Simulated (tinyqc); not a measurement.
A log to judge: nudged elastic band on a two-dimensional model surface. Computed by tinyqc. Command: `OMP_NUM_THREADS=1 python tinyqc.py 3007380 3007381 out.jsonl neb walk`. One thread of a shared host (Intel(R) Xeon(R) Processor @ 2.30GHz), about 0.02 s of CPU time with the checks.

V(x, y) = h u^2 + t x + (kappa/2)(y + c u)^2 with u = x^2/w^2 - 1; the path runs from the minimum near (-w, 0) to that near (w, 0).

Inputs (values chosen for the exercise, for a model surface):
```
quantity,value,unit
height h,0.54,eV
half width w,1.1,angstrom
transverse stiffness kappa,2.4,eV/angstrom^2
curvature c,0.68,angstrom
tilt t,-0.019,eV/angstrom
movable images n,6,-
spring constant k_s,1.7,eV/angstrom^2
step factor eta,0.38,angstrom^2/eV
iteration cap,100,-
```

Surface: curved double well. Climbing image: on.

Method:
- Newton steps x(new) = x - H^-1 grad V (moves limited to 0.3 angstrom) from (-w, 0), (w, 0) and (0, c) give the two minima and the saddle.
- Tangent at image i: towards the higher neighbour if the energies rise or fall through i; at a maximum or minimum, tau = t+ dmax + t- dmin if V(i+1) > V(i-1), else t+ dmin + t- dmax, with t+ = R(i+1) - R(i), t- = R(i) - R(i-1) and dmax, dmin the larger and smaller of |V(i+1) - V(i)| and |V(i-1) - V(i)|; then normalise. Force F = -grad V + (grad V.tau) tau + k_s (|t+| - |t-|) tau.
- With a climbing image, the highest image feels instead F = -grad V + 2 (grad V.tau) tau and no spring.
- Update R(new) = R + eta F; the end points stay fixed.
- Start on the straight line; stop when the largest force is below 1e-4 or above 1e6 eV/angstrom.

Course of the band:
```
iteration,highest image (eV),largest force (eV/angstrom)
1,1.03405e+00,1.68091e+00
2,5.21942e-01,4.80548e-01
3,5.19594e-01,5.23872e-01
4,5.19256e-01,6.79347e-01
5,5.19252e-01,8.61990e-01
6,5.19252e-01,1.07634e+00
7,5.19252e-01,1.90592e+00
8,5.19252e-01,2.34203e+00
9,1.37404e+00,6.49223e+00
10,2.88236e+00,4.69123e+00
11,9.77299e+00,8.54965e+00
12,1.04377e+00,3.66353e+00
13,5.09491e-01,3.43622e+00
14,2.11068e+00,4.47166e+00
15,4.08075e+00,6.48566e+00
16,4.30354e+00,1.33870e+01
17,1.84000e+02,1.54216e+02
18,2.71842e+06,2.51231e+05
19,6.19963e+19,2.59886e+15
```

Band at the end:
```
image,x (angstrom),y (angstrom),E (eV)
0,-1.1,0.007,3.76827e-13
1,-1.2,0.253,1.54993e-01
2,1.1,1.633,3.01137e+00
3,17.7,-31.411,6.10021e+04
4,-95420.7,-783.945,6.19963e+19
5,17.0,-32.317,5.10507e+04
6,0.5,1.021,5.87000e-01
7,1.1,-0.007,-4.17995e-02
```

Can the last value be used, and what does the course show?

No. Not converged within 19 iterations: the residual grows: the iteration diverges. Reruns converge with step factor eta = 0.063, iteration cap = 600. Reruns still fail with step factor eta = 9.5, iteration cap = 600; and with iteration cap = 600.
